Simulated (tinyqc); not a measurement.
Size effects in the resistivity of thin metal films and interconnect lines. From one set of inputs to another, one input at a time. Computed by tinyqc, a small Python program. Command: `OMP_NUM_THREADS=1 python tinyqc.py 3011366 3011367 out.jsonl size ladder`. One thread of a shared host (Intel(R) Xeon(R) Processor @ 2.30GHz), about 0.01 s of CPU time with the checks.

Electrons lose their drift at surfaces (a share 1 - p of the hits) and at grain boundaries (reflection R), besides bulk scattering.

The inputs printed are set A. Set A is modelled on nickel; the values taken over come from a set modelled on molybdenum. Inputs not listed in the table keep their values of set A, so the rows need not describe a real material.

Inputs (values chosen for the exercise, modelled on nickel):
```
quantity                     value         unit
bulk resistivity rho_b        7.16  microohm cm
bulk mean free path lambda    6.15           nm
specularity p                    0            -
grain-boundary reflection R   0.43            -
film thickness h                14           nm
grain size over thickness      1.2            -
```

Geometry: film.

Method:
- D = (ratio) h.
- Mayadas-Shatzkes: alpha = (lambda/D) R/(1 - R); rho_b/rho = 1 - 3 alpha/2 + 3 alpha^2 - 3 alpha^3 ln(1 + 1/alpha).
- Fuchs-Sondheimer film: rho_b/rho = 1 - (3/(2 kappa))(1 - p) int_0^1 (s - s^3)(1 - exp(-kappa/s))/(1 - p exp(-kappa/s)) ds, f = rho/rho_b, kappa = thickness/lambda, 80 Gauss-Legendre points.
- Both together (Mayadas-Shatzkes film): rho_b/rho = (rho_b/rho of the grains alone) - (6/(pi kappa))(1 - p) int_0^(pi/2) dphi int_0^1 ds (cos^2 phi/H^2)(s - s^3)(1 - exp(-kappa H/s))/(1 - p exp(-kappa H/s)), H = 1 + alpha/(cos phi sqrt(1 - s^2)), 40 x 80 Gauss-Legendre points.
- Sheet resistance rho/h; additive estimate rho_b (f_surface + f_grain - 1).

Each row keeps all changes above it:
```
input moved                           from    to  sheet resistance (ohm)  rho/rho_b from surfaces  rho/rho_b from grains
set A                                    -     -                   8.022                    1.192                  1.393
grain-boundary reflection R           0.43  0.47                   8.356                    1.192                  1.460
film thickness h (nm)                   14    17                   6.414                    1.155                  1.381
bulk resistivity rho_b (microohm cm)  7.16  5.26                   4.712                    1.155                  1.381
grain size over thickness              1.2   1.1                   4.814                    1.155                  1.415
bulk mean free path lambda (nm)       6.15  10.9                   6.125                    1.289                  1.724
```

Sheet resistance goes from 8.02 to 6.12, a factor 0.764 in all. The largest single move comes from bulk resistivity rho_b (a factor 0.735), and bulk mean free path lambda works against it (a factor 1.27). rho/rho_b from surfaces goes from 1.19 to 1.29, a factor 1.08 in all. The largest single move comes from bulk mean free path lambda (a factor 1.12), and film thickness h works against it (a factor 0.969). rho/rho_b from grains goes from 1.39 to 1.72, a factor 1.24 in all. The largest single move comes from bulk mean free path lambda (a factor 1.22), and film thickness h works against it (a factor 0.946). The single moves hold for this order of the switches; the total does not depend on the order.

Extremes, crossings and ranges named in words are read from the listed rows.
